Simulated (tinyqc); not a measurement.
Worked calculation: UHF in the 6-31g basis, for H2, spin multiplicity 3. One step of it, computed by the program tinyqc.

Question. Orthogonalisation. S = U s U^T; canonical form X = U s^(-1/2), so that X^T S X = 1. Each column of U has its largest component positive (the first on a tie).

overlap S:
```
          1H 1s     1H 2s     2H 1s     2H 2s
1H 1s  1.000000  0.658292  0.147372  0.336110
1H 2s  0.658292  1.000000  0.336110  0.661926
2H 1s  0.147372  0.336110  1.000000  0.658292
2H 2s  0.336110  0.661926  0.658292  1.000000
```

Give: eigenvalues of S; X.

Answer.

eigenvalues of S: 0.1830  0.3775  1.0077  2.4318

X:
```
             1        2        3       4
1H 1s  -0.7166   0.9100   0.6348  0.2776
1H 2s   1.4893  -0.7045   0.3054  0.3585
2H 1s   0.7166   0.9100  -0.6348  0.2776
2H 2s  -1.4893  -0.7045  -0.3054  0.3585
```
